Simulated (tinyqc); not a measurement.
Worked calculation: band offset from the macroscopic average of a supercell potential. Values are carried at full precision from step to step, so a last printed digit may differ when a step is redone from the rounded ones.

A model of the planar-averaged electrostatic energy of an electron in a periodic cell of N1 periods of A (L1 = N1 n1 h) and N2 periods of B (L2 = N2 n2 h), on z_j = j h: V(z) = f VA + (1 - f) VB + F t(z), VA = V1[0] + V1[1] cos(2 pi z/(n1 h)) + V1[2] cos(4 pi z/(n1 h)), VB the same with V2, n2 and z - L1. f = [tanh(z/w) - tanh((z - L1)/w) + tanh((z - L1 - L2)/w)]/2 + 1/2; t(z) = z - L1/2 in A and (L1/L2)(L1 + L2/2 - z) beyond, so that the cell is periodic.

Constants: e^2/(4 pi eps0) = 14.39964547 eV angstrom.

Values chosen for the exercise (gaps near those of GaN and AlN; shifted at random, so the results belong to these values and not to a real crystal):
- h = 0.3 angstrom (grid step)
- n1 = 7 (grid points per period of A)
- n2 = 6 (grid points per period of B)
- N1 = 4 (periods of A)
- N2 = 5 (periods of B)
- V1 = (-11.38, 3.39, -0.54) eV (mean and two harmonics of the potential in A)
- V2 = (-8.12, 1.16, 0.95) eV (the same in B)
- w = 0.4 angstrom (width of the interfaces)
- F = 0 eV/angstrom (slope in A from opposite charges on the two interfaces)
- Ev1 = 6.53 eV (valence top of bulk A above its mean potential)
- Eg1 = (1.91, 3.39) eV (gap of A: semi-local value, corrected value)
- fv1 = 0.62 (share of the correction that lowers the valence top of A)
- Ev2 = 2.59 eV (valence top of bulk B above its mean potential)
- Eg2 = (4.36, 6.39) eV (gap of B: semi-local value, corrected value)
- fv2 = 0.52 (the same share for B)
- eps = 5.3 (dielectric constant at the interface)

## The planar average

Evaluate V on the grid, j = 0, 1, ...

V(z_j) (eV): -8.852  -8.997  -11.531  -14.697  -14.749  -11.646  -9.146  -8.530  -9.146  -11.648  -14.771  -14.771  -11.648  -9.146  -8.530  -9.146  -11.648  -14.771  -14.771  -11.648  -9.146  -8.530  -9.146  -11.646  -14.757  -14.700  -11.531  -8.940  -7.270  -8.221  -9.292  -8.401  -9.189  -8.017  -6.010  -8.015  -9.175  -8.330  -9.175  -8.015  -6.010  -8.015  -9.175  -8.330  -9.175  -8.015  -6.010  -8.015  -9.175  -8.330  -9.175  -8.015  -6.011  -8.019  -9.181  -8.339  -9.144  -8.221

## Running means

Running mean over n points, periodic: for odd n the plain mean of the n points centred on j; for even n the n + 1 points with half weight at both ends. The macroscopic average applies the mean over n1 points and then over n2 points.

Apply the first mean, then the second.

after the mean over n1 points (eV): -9.969  -10.885  -11.242  -11.374  -11.328  -11.349  -11.366  -11.377  -11.380  -11.380  -11.380  -11.380  -11.380  -11.380  -11.380  -11.380  -11.380  -11.380  -11.380  -11.380  -11.380  -11.378  -11.368  -11.351  -11.321  -11.141  -11.009  -10.673  -9.765  -8.978  -8.476  -8.057  -8.164  -8.300  -8.162  -8.273  -8.105  -7.819  -8.105  -8.271  -8.150  -8.271  -8.105  -7.819  -8.105  -8.271  -8.150  -8.271  -8.105  -7.819  -8.106  -8.272  -8.153  -8.269  -8.133  -8.253  -8.679  -9.181

macroscopic average (eV): -9.961  -10.442  -10.844  -11.141  -11.298  -11.351  -11.363  -11.368  -11.374  -11.378  -11.380  -11.380  -11.380  -11.380  -11.380  -11.380  -11.380  -11.380  -11.380  -11.379  -11.375  -11.368  -11.343  -11.292  -11.203  -11.010  -10.679  -10.244  -9.750  -9.256  -8.821  -8.490  -8.297  -8.208  -8.157  -8.132  -8.125  -8.121  -8.120  -8.120  -8.120  -8.120  -8.120  -8.120  -8.120  -8.120  -8.120  -8.120  -8.120  -8.121  -8.121  -8.123  -8.161  -8.245  -8.369  -8.596  -8.965  -9.442

Around the middle of B the first mean varies by 452 meV over five points and the second by 0 meV: one window removes only the period it matches.

## The potential line-up

Read the macroscopic average in the middle of each region, j = 14 and j = 43, and its slope in A by a central difference over two points each way.

plateau in A = -11.380 eV
plateau in B = -8.120 eV
dV = B - A = 3.260 eV
slope in A = 0.000 eV/angstrom

The plateaus are flat, so the line-up is well defined.

## Band offsets

dEv = Ev(A) - Ev(B) = Ev1 - (dV + Ev2); dEc = Ec(B) - Ec(A) = Eg2 - Eg1 - dEv. The correction of a gap, c = Eg[1] - Eg[0], lowers the valence top by fv c and leaves dV, a ground-state quantity, as it is. Type I: dEv and dEc of one sign; II: opposite signs; III: no overlap of the gaps.

Give the offsets with semi-local and with corrected band edges.

dEv, dEc, semi-local (eV): 0.680  1.770

lowering of the valence tops of A and B (eV): 0.918  1.056

dEv, dEc, corrected (eV): 0.818  2.182

The correction moves dEv by +0.14 eV and dEc by +0.41 eV; the type stays I.

## The dipole behind the step

A step dV of the mean electron energy from A to B across an interface equals 4 pi (e^2/4 pi eps0) times a dipole per area p (in e angstrom per angstrom^2). For a change of 0.1 eV in dV, give the charge per area moved over 2 angstrom in a medium of dielectric constant eps: sigma = 0.1 eps/(4 pi (e^2/4 pi eps0) 2). 1 angstrom^-2 = 1e16 cm^-2.

|p| = 0.01802 e/angstrom
sigma = 1.46e+13 e/cm^2

With about 7e14 atoms per cm^2 in a plane (as on a silicon (100) face), 2.1 % of an electron per atom shifts the line-up by 0.1 eV.

## Checks

- Line-up in a cell of 14 + 14 periods without slope against V2[0] - V1[0] (eV): both 3.2600.

Run: tinyqc, `OMP_NUM_THREADS=1 python tinyqc.py 1880133 1880134 out.jsonl`; Intel(R) Xeon(R) Processor @ 2.30GHz, one thread, shared host; about 0.01 s of CPU time with all checks.
